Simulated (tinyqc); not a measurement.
Comparisons within one model: six-band Luttinger-Kohn model with strain. A value that a table varies takes the place of the one given here.

Six-band Luttinger-Kohn model in the basis |3/2,3/2>, |3/2,1/2>, |3/2,-1/2>, |3/2,-3/2>, |1/2,1/2>, |1/2,-1/2>, electron energies, zero at the top of the unstrained valence band. H = -[rows: (P+Q, -S, R, 0, -S/r2, r2 R); (-S*, P-Q, 0, R, -r2 Q, r32 S); (R*, 0, P-Q, S, r32 S*, r2 Q); (0, R*, S*, P+Q, -r2 R*, -S*/r2); (-S*/r2, -r2 Q, r32 S, -r2 R, P+Dso, 0); (r2 R*, r32 S*, r2 Q, -S/r2, 0, P+Dso)], r2 = sqrt(2), r32 = sqrt(3/2). Levels are twofold.

P = c g1 k^2 - av tr(e); Q = c g2 (kx^2 + ky^2 - 2 kz^2) - (b/2)(exx + eyy - 2 ezz); R = c sqrt3 [-g2 (kx^2 - ky^2) + 2i g3 kx ky] + (sqrt3/2) b (exx - eyy) - i d exy; S = 2 c sqrt3 g3 (kx - i ky) kz - d (exz - i eyz); c = hbar^2/2m0, e the strain tensor (not engineering shear).

s11 = (C11 + C12)/((C11 - C12)(C11 + 2 C12)), s12 = -C12/((C11 - C12)(C11 + 2 C12)), s44 = 1/C44; exx = s11 sxx + s12 (syy + szz) and cyclic, exy = s44 sxy/2; tension is positive. A uniaxial stress X along the unit vector n is s_ij = X n_i n_j.

Constants: hbar^2/2m0 = 3.80998211 eV angstrom^2; kB = 8.617333262e-05 eV/K.

Values chosen for the exercise (near those of Ge; shifted at random, so the results belong to these values and not to a real crystal): Dso = 0.282 eV (spin-orbit splitting); g1 = 13.52 (Luttinger gamma1); g2 = 4.19 (gamma2); g3 = 5.71 (gamma3); av = 1.31 eV (valence hydrostatic potential); b = -2.4 eV (tetragonal shear potential); d = -5.3 eV (trigonal shear potential); C11 = 121 GPa; C12 = 46 GPa; C44 = 66.6 GPa; load = biaxial (001) (kind of stress); X1 = 2 GPa (size of the stress); T = 300 K (temperature); E_h = 5 meV (hole energy below the top); X = -1.32 GPa (stress).

## Sweep of a biaxial (001) stress

Edges at k = 0 and curvature masses of the top pair along [110] and [001] (step 0.0002 1/angstrom); at zero stress the top is fourfold and has no single curvature.

Edges and masses:
```
X (GPa)  top (eV)  second (eV)  third (eV)  splitting (meV)  m [110]  m [001]
-1.50      0.0295      -0.0482     -0.3187             77.7    0.056    0.195
-1.00      0.0197      -0.0364     -0.3022             56.1    0.056    0.195
-0.50      0.0098      -0.0202     -0.2901             30.1    0.056    0.195
0.00       0.0000       0.0000     -0.2820              0.0        -        -
0.50       0.0239      -0.0098     -0.2776             33.7    0.118    0.042
1.00       0.0507      -0.0197     -0.2761             70.4    0.129    0.040
1.50       0.0799      -0.0295     -0.2770            109.4    0.138    0.038
```

How do the results move?

The splitting reaches 77.7 meV under compression and 109.4 meV under the same tension; linear shear terms alone would make the two equal, and the difference comes from the coupling to the split-off band. At the ends of the sweep the top pair has a mass along [110] of 0.056 under compression and 0.138 under tension, so compression gives the lighter holes along [110]; along [001] it has 0.195 and 0.038. The top edge itself moves by +30 and +80 meV.

## Which stress helps holes along [110]

Each load has size X1 (biaxial: sxx = syy); masses are curvatures of the top pair at k = 0.

Results:
```
load                         splitting (meV)  top edge (meV)  m [110]  m [001]
uniaxial [110], compression            115.5            53.1    0.034    0.149
uniaxial [110], tension                 83.6            64.3    0.286    0.049
uniaxial [100], compression            150.2            73.9    0.059    0.147
uniaxial [100], tension                 95.3            76.3    0.088    0.056
uniaxial [111], compression            104.3            46.0    0.045    0.074
uniaxial [111], tension                 75.2            58.2    0.128    0.074
biaxial (001), compression              95.3            39.4    0.056    0.195
biaxial (001), tension                 150.2           110.8    0.147    0.037
```

How do the results move?

The lightest mass along [110] (0.034) comes with uniaxial [110], compression. The largest splitting (150.2 meV) comes with uniaxial [100], compression; biaxial (001), tension. The heaviest mass along [001] (0.195), which lowers the confinement energy in a (001) channel, comes with biaxial (001), compression. The splitting per GPa follows b (s11 - s12) for loads along cube axes and d s44 for [111]: here 2 |b| (s11 - s12) = 64.0 and |d| s44/sqrt3 = 45.9 meV per GPa in the limit of large Dso; where the splitting nears Dso, mixing with the split-off band makes it depend on the sign of the load.

## Thermally averaged conductivity mass under biaxial (001) stress

Non-degenerate holes: weights exp(E/kT) on a 16 x 16 x 16 grid of midpoints in the cube |k_i| < 0.2 1/angstrom; 1/m_c = <(dE/dk_u)^2>/(hbar^2 kT) along [110], over all six bands. With an unchanged scattering time the mobility goes as 1/m_c.

Averages:
```
X (GPa)  share of the top pair  m_c (m0)  gain m_c(0)/m_c
-1.50                    0.989     0.181            1.263
-0.50                    0.968     0.227            1.010
0.00                     0.959     0.229            1.000
0.50                     0.970     0.238            0.963
1.50                     0.996     0.233            0.984
```

How do the results move?

The largest gain from mass alone is 1.26 at X = -1.50 GPa, where the top pair holds 99 % of the holes (96 % without stress); the opposite end of the sweep gives 0.98; the grid is good to about 0.02 in these ratios. The average reaches energies of a few kT, beyond the range of the edge curvature, and changes of scattering are left out.

## Warping of the constant-energy contours (six-band Luttinger-Kohn model)

No strain (e = 0). In the plane kz = 0, |k| where the top and second pairs lie E_h below the top, against the angle from [100]; m = c k^2/E_h.

Contours:
```
angle (degrees)  k top (1/angstrom)  k second (1/angstrom)  m top (m0)  m second (m0)
0                            0.0160                 0.0078       0.195          0.046
9                            0.0164                 0.0077       0.205          0.045
18                           0.0176                 0.0076       0.235          0.044
27                           0.0193                 0.0075       0.285          0.043
36                           0.0211                 0.0074       0.340          0.042
45                           0.0219                 0.0074       0.366          0.042
```

How do the results move?

The heavy contour reaches 1.372 times as far along [110] as along [100], the light one 0.951 times. The warping follows g3 - g2 = 1.52 and would vanish for g2 = g3. Along [100] the heavy mass is 1/(g1 - 2 g2) = 0.195 at any energy, while the light one is 0.0459, against 1/(g1 + 2 g2) = 0.0457 at the edge, for E_h/Dso = 0.02.

## What each parameter does

Edges at k = 0 under a biaxial (001) stress X and the curvature mass of the top pair along [110] (step 0.0002 1/angstrom). Each row changes one parameter from the base and keeps the others.

Results:
```
case             top (eV)  second (eV)  third (eV)  mass (m0)
base               0.0260      -0.0444     -0.3123      0.056
g2 = 3.352         0.0260      -0.0444     -0.3123      0.059
g1 = 16.224        0.0260      -0.0444     -0.3123      0.049
av = 1.048 eV      0.0293      -0.0412     -0.3090      0.056
Dso = 0.338 eV     0.0260      -0.0469     -0.3658      0.056
X = -1.584 GPa     0.0312      -0.0498     -0.3219      0.056
C11 = 145.2 GPa    0.0174      -0.0386     -0.3045      0.056
g3 = 6.852         0.0260      -0.0444     -0.3123      0.056
```

What can be read from the table?

The largest shifts from the base row, up to three for each result and ties (the steps differ in size, so this ranks the rows, not the parameters). top (eV): C11 -0.0086, X +0.0052, av +0.0032; unchanged at the printed digits by g2, g1, Dso and g3. second (eV): C11 +0.0058, X -0.0053, av +0.0032; unchanged at the printed digits by g2, g1 and g3. third (eV): Dso -0.0536, X -0.0096, C11 +0.0078; unchanged at the printed digits by g2, g1 and g3. mass (m0): g1 -0.007, g2 +0.003; unchanged at the printed digits by av, Dso, X, C11 and g3. The Luttinger parameters multiply k^2 and cannot move the edges; av shifts all edges alike and leaves the mass.

Program tinyqc; command `OMP_NUM_THREADS=1 python tinyqc.py 1080745 1080746 out.jsonl`; about 0.3 s on one thread of a shared Intel(R) Xeon(R) Processor @ 2.30GHz.
